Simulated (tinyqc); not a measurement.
Linear model of a band gap against the share of exact exchange: sweeps and comparisons. A value that a table varies takes the place of the one given here.

E(alpha) = E0 + S alpha. A wider gap screens less, modelled in the Penn form eps(alpha) = 1 + (e0 - 1)(EP/(EP + S alpha))^2 with a scale EP chosen for the exercise. A dielectric-dependent hybrid takes alpha = 1/eps.

Parameters, chosen for this exercise (of the order of those of AlN; the results hold for these values, not for the real material):
- E0 = 4.21 eV (gap of the semi-local functional)
- S = 7.38 eV (slope dE/d(alpha))
- e0 = 5.01 (optical dielectric constant at alpha = 0)
- EP = 22.6 eV (energy scale of the screening)
- Et = 6.32 eV (target gap)

## Sweep of alpha

Also the exciton scale relative to alpha = 0, (m/m(0))(eps(0)/eps)^2, with a mass proportional to E + D, D = E0/2 + 0.3 eV, a k.p rule for direct gaps only.

Results:
```
alpha  E (eV)    eps  alpha eps  exciton scale
0.00    4.210  5.010      0.000           1.00
0.05    4.579  4.882      0.244           1.11
0.10    4.948  4.760      0.476           1.23
0.15    5.317  4.644      0.697           1.36
0.20    5.686  4.533      0.907           1.49
0.25    6.055  4.428      1.107           1.64
0.35    6.793  4.230      1.480           1.95
0.50    7.900  3.963      1.982           2.49
```

alpha eps reaches 1 between alpha = 0.2 and 0.25 (fixed point 0.223), and the target gap is met between 0.25 and 0.35. At the fixed point the gap is 5.86 eV, -0.46 eV from the target. From 0 to 0.25 the gap grows by 1.84 eV while eps falls by 12 %; the exciton scale, which takes both, grows by a factor of 1.64.

## What each parameter does

Fixed point alpha = 1/eps(alpha), gap and eps there. Each row changes one parameter from the base and keeps the others.

Results:
```
case            alpha  E (eV)    eps
base           0.2230   5.856  4.484
E0 = 4.631 eV  0.2230   6.277  4.484
S = 6.642 eV   0.2204   5.674  4.537
e0 = 5.511     0.2011   5.694  4.972
EP = 24.86 eV  0.2206   5.838  4.532
```

The largest shifts from the base row, up to three for each result and ties (the steps differ in size, so this ranks the rows, not the parameters). alpha: e0 -0.0219, S -0.0026, EP -0.0024; unchanged at the printed digits by E0. E (eV): E0 +0.421, S -0.182, e0 -0.162. eps: e0 +0.488, S +0.053, EP +0.048; unchanged at the printed digits by E0.

Computed by tinyqc, a small Python program: `OMP_NUM_THREADS=1 python tinyqc.py 1880668 1880669 out.jsonl` (the numbers bound the seed that draws the inputs); one thread of a shared host (Intel(R) Xeon(R) Processor @ 2.30GHz), about 0.01 s for the whole set of steps.
